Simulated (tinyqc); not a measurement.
Two-diode model of a solar cell: one step of the calculation.

J is the current delivered and Vj = V + J Rs the junction voltage. J = X JL - J01 (exp(Vj/(n1 Vt)) - 1) - J02 (exp(Vj/(2 Vt)) - 1) - Vj/Rp. The photocurrent does not depend on voltage.

Task. New Vj. Maximum power: dP/dVj = f = J (1 + 2 Rs G) - G Vj = 0. G = -dJ/dVj = J01 exp(Vj/(n1 Vt))/(n1 Vt) + J02 exp(Vj/(2 Vt))/(2 Vt) + 1/Rp. H = dG/dVj; f' = -2 G - 2 Rs G^2 + (2 Rs J - Vj) H; Vj(new) = Vj - f/f'.

Inputs (values chosen for the exercise); values of the order met in cells of silicon: temperature T = 298.15 K; photocurrent at one sun JL = 35.1 mA/cm^2; concentration X = 1 suns; saturation current of the first diode J01 = 4.3e-14 A/cm^2; ideality factor of the first diode n1 = 1; series resistance Rs = 0 ohm cm^2; shunt resistance Rp = 300 ohm cm^2; saturation current of the second diode (ideality 2) J02 = 2.2e-9 A/cm^2.

Constants: q = 1.602176634e-19 C, kB = 1.380649e-23 J/K, Vt = kB T/q. Results are converted to the units shown.

Vj after iteration 1 = 0.61856105 V

Wanted: J; G; H; f; f'; Vj after iteration 2.

Result.

J = 31.44 mA/cm^2
G = 0.05838 S/cm^2
H = 2.002 S/(cm^2 V)
f = -4.672 mA/cm^2
f' = -1.355 S/cm^2
Vj after iteration 2 = 0.6151 V

Computed by the program tinyqc: `OMP_NUM_THREADS=1 python tinyqc.py 2280022 2280023 out.jsonl`, one thread of a shared Intel Xeon 2.30GHz, about 0.01 s for the whole run.
